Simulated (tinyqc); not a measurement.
Resistance of a source-drain extension with a graded tip: two steps of the calculation.

y runs along the channel, the gate covers y > 0. The doping is N0 for y < y0 and N0 10^(-(y - y0)/la) beyond, uniform over the depth xj. Sheet conductance s(y) = q mu(N) max(N - Nch, 0) xj + (for y > 0) ma Cox Vo, with mu(N) = u0 + (u1 - u0)/(1 + (N/Nr)^au) and Cox = eps0 eox/tox. Current is taken as one-dimensional; depletion of the tip, spreading and the contact are left out. The metallurgical junction lies at yj, where N = Nch.

Values chosen for this exercise; mobility law close to that of holes in silicon:
- eox = 8.88 (relative permittivity of the gate insulator (close to aluminium oxide))
- tox = 5.2 nm (insulator thickness)
- N0 = 5.7e19 cm^-3 (active doping of the extension far from the gate)
- la = 2 nm/decade (lateral abruptness)
- y0 = 1.9 nm (position under the gate where the fall begins (gate edge at 0))
- xj = 14 nm (depth of the extension)
- Nch = 5.2e17 cm^-3 (channel doping)
- Vo = 0.78 V (gate overdrive)
- ma = 68 cm^2/(V s) (mobility of the gate-induced layer)
- u1 = 470.5 cm^2/(V s) (mobility at low doping)
- u0 = 44.9 cm^2/(V s) (mobility at high doping)
- Nr = 2.23e17 cm^-3 (reference doping)
- au = 0.719 (exponent)
- Lg = 60 nm (gate length)

Constants: q = 1.602176634e-19 C, eps0 = 8.8541878128e-14 F/cm where lengths are in cm. Results are converted to the units shown.

Question 1. Sheet resistances and junction position. yj = y0 + la log10(N0/Nch); sheet resistance of the full extension 1/[q mu(N0)(N0 - Nch) xj] and of the gate-induced layer 1/(ma Cox Vo); metallurgical length Lg - 2 yj; ye is where the doped and the gate-induced conductances are equal.

Find: yj; sheet resistance of the extension; sheet resistance of the induced layer; metallurgical length; ye; N at ye.

Answer 1.

yj = 5.9797 nm
sheet resistance of the extension = 1498.9 ohm/square
sheet resistance of the induced layer = 12469 ohm/square
metallurgical length = 48.041 nm
ye = 4.0941 nm
N at ye = 4.5588e18 cm^-3

The gate takes over 1.89 nm before the junction, where N is still 8.77 times the channel doping.

Question 2. Resistance of the overlapped part. Midpoint rule on 10 equal steps from 0 to yj: R_ov = sum h/s(y), per width.

Wanted: y; N; doped conductance; sheet resistance; R_ov.

Answer 2.

```
point  y (nm)  N (cm^-3)  doped conductance (uS)  sheet resistance (ohm/square)
0      0.2990   5.700e19                   667.2                           1338
1      0.8970   5.700e19                   667.2                           1338
2       1.495   5.700e19                   667.2                           1338
3       2.093   4.565e19                   546.4                           1596
4       2.691   2.293e19                   299.6                           2633
5       3.289   1.152e19                   169.0                           4014
6       3.887   5.787e18                   97.18                           5638
7       4.485   2.907e18                   55.11                           7391
8       5.083   1.460e18                   27.94                           9248
9       5.681   7.337e17                   8.233                        1.131e4
```

R_ov = 27.41 ohm um

Numbers from tinyqc (`OMP_NUM_THREADS=1 python tinyqc.py 2282040 2282041 out.jsonl`; about 0.05 s on one thread of a shared Intel Xeon 2.30GHz).
